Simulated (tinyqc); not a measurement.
Inside a calculation. Method: tight binding, dimerised chain. One step of it, computed by the program tinyqc.

Task: Open chain of 3 cells. The same hoppings without the wrap-around bond.

H of the open chain (eV), lower triangle:
```
           1          2          3          4          5         6
1   0.000000
2  -1.290000   0.000000
3   0.000000  -2.140000   0.000000
4   0.000000   0.000000  -1.290000   0.000000
5   0.000000   0.000000   0.000000  -2.140000   0.000000
6   0.000000   0.000000   0.000000   0.000000  -1.290000  0.000000
```

Give: levels; weights of the highest filled level on the sites.

Result:

levels (eV): -3.0872  -2.1245  -0.3273  0.3273  2.1245  3.0872

weights of the highest filled level on the sites: 0.3617  0.0233  0.1150  0.1150  0.0233  0.3617

The bulk gap runs from -0.8500 to 0.8500 eV; 2 level(s) of this chain lie inside it: end states, which need the weaker bond inside the cell and a chain longer than their decay length.
